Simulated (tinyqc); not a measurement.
Hueckel theory of the pi electrons with the omega technique, for the molecule O=c1cccccc1 (SMILES; centres numbered as the heavy atoms are written), step by step. One step of it, computed by the program tinyqc.

Problem. Orbitals, round 2. Diagonalise; E = alpha + x beta with beta < 0, so the largest x are filled first; degenerate levels share their electrons. P = sum n_i c_ri c_si; each orbital has its largest coefficient positive (the first on a tie).

matrix after round 1:
```
          1O        2C        3C        4C        5C        6C        7C        8C
1O  0.485758  1.000000  0.000000  0.000000  0.000000  0.000000  0.000000  0.000000
2C  1.000000  0.119195  1.000000  0.000000  0.000000  0.000000  0.000000  1.000000
3C  0.000000  1.000000  0.051781  1.000000  0.000000  0.000000  0.000000  0.000000
4C  0.000000  0.000000  1.000000  0.077867  1.000000  0.000000  0.000000  0.000000
5C  0.000000  0.000000  0.000000  1.000000  0.067875  1.000000  0.000000  0.000000
6C  0.000000  0.000000  0.000000  0.000000  1.000000  0.067875  1.000000  0.000000
7C  0.000000  0.000000  0.000000  0.000000  0.000000  1.000000  0.077867  1.000000
8C  0.000000  1.000000  0.000000  0.000000  0.000000  0.000000  1.000000  0.051781
```

pi electrons, sum of z_r less the charge = 8

Give: x values; occupations; coefficients; charge and bond-order matrix P.

Solution.

x values: 2.1984  1.5775  1.3147  0.4952  -0.3849  -0.6075  -1.7323  -1.8611

occupations: 2.0000  2.0000  2.0000  2.0000  0.0000  0.0000  0.0000  0.0000

coefficients:
```
       MO1      MO2      MO3      MO4      MO5      MO6      MO7      MO8
1O  0.3010  -0.3971   0.0000   0.7206   0.0000   0.4126   0.0000  -0.2495
2C  0.5155  -0.4336   0.0000   0.0068   0.0000  -0.4511   0.0000   0.5854
3C  0.3854  -0.1176   0.4144  -0.3590   0.5231  -0.0424   0.2337  -0.4549
4C  0.3118   0.2542   0.5234  -0.1659  -0.2284   0.4791  -0.4170   0.2848
5C  0.2758   0.4987   0.2330   0.2898  -0.4174  -0.2860   0.5211  -0.0972
6C  0.2758   0.4987  -0.2330   0.2898   0.4174  -0.2860  -0.5211  -0.0972
7C  0.3118   0.2542  -0.5234  -0.1659   0.2284   0.4791   0.4170   0.2848
8C  0.3854  -0.1176  -0.4144  -0.3590  -0.5231  -0.0424  -0.2337  -0.4549
```

charge and bond-order matrix P:
```
         1O       2C       3C       4C       5C       6C       7C       8C
1O   1.5350   0.6644  -0.1920  -0.2533   0.1875   0.1875  -0.2533  -0.1920
2C   0.6644   0.9075   0.4944   0.0988  -0.1442  -0.1442   0.0988   0.4944
3C  -0.1920   0.4944   0.9260   0.7336   0.0804  -0.3058  -0.1341   0.2390
4C  -0.2533   0.0988   0.7336   0.9267   0.5732   0.0855  -0.1692  -0.1341
5C   0.1875  -0.1442   0.0804   0.5732   0.9261   0.7090   0.0855  -0.3058
6C   0.1875  -0.1442  -0.3058   0.0855   0.7090   0.9261   0.5732   0.0804
7C  -0.2533   0.0988  -0.1341  -0.1692   0.0855   0.5732   0.9267   0.7336
8C  -0.1920   0.4944   0.2390  -0.1341  -0.3058   0.0804   0.7336   0.9260
```
